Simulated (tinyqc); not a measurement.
## Gate sheet resistance from two finger widths

Problem. At low frequency R = Rsh Wf/(3 L) + B/Wf, where B collects the channel and vertical terms. Find Rsh, B and the width of lowest R.

Inputs (values chosen for the exercise):
```
symbol  value  unit         meaning
L        0.16    um  channel length
```

input resistance of single fingers, contacted at one end, of width 1.2 and 6.2 um (ohm): [131.66667, 100.08065]

Solution. R Wf is a straight line in Wf^2; the minimum of R lies where both terms are equal.

Rsh = 6.00 ohm/square
B = 140 ohm um
width of lowest R = 3.35 um

Numbers from tinyqc (`OMP_NUM_THREADS=1 python tinyqc.py 2262071 2262072 out.jsonl`; about 0.01 s on one thread of a shared Intel Xeon 2.30GHz).
